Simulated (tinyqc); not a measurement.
Trap density from one capacitance.

Inverse problem. Traps spread evenly through the insulator exchange electrons with the semiconductor by tunnelling, with tau(x) = t0 exp(2 ka x) at depth x from the interface. The admittance per area Y seen at depth x obeys dY/dx = -Y^2/(i w eps0 eox) + q Nb ln(1 + i w tau)/tau, with Y(0) = i w Cs and w = 2 pi f; the gate sees Y(tox) = G + i w C. Working variable y = Y/(i w), in uF/cm^2. Cox = eps0 eox/tox. Find Nb and G/w.

Parameters, values chosen for the exercise: relative permittivity of the insulator eox = 8.6; insulator thickness tox = 11 nm; semiconductor capacitance in accumulation Cs = 0.79 uF/cm^2; decay constant of the wave function in the insulator ka = 6.1 1/nm; time constant of a trap at the interface t0 = 9e-11 s; frequency f = 100 Hz.

Constants: q = 1.602176634e-19 C, eps0 = 8.8541878128e-14 F/cm where lengths are in cm. Results are converted to the units shown.

C = 0.58842073 uF/cm^2

Solution. C rises steadily with Nb, so one density matches; in practice ka and t0 must come from the frequency dependence.

Nb = 8.400e19 cm^-3 eV^-1
G/w = 0.01199 uF/cm^2

Program tinyqc, `OMP_NUM_THREADS=1 python tinyqc.py 2202118 2202119 out.jsonl`; Intel Xeon 2.30GHz, shared host, one thread, about 0.6 s.
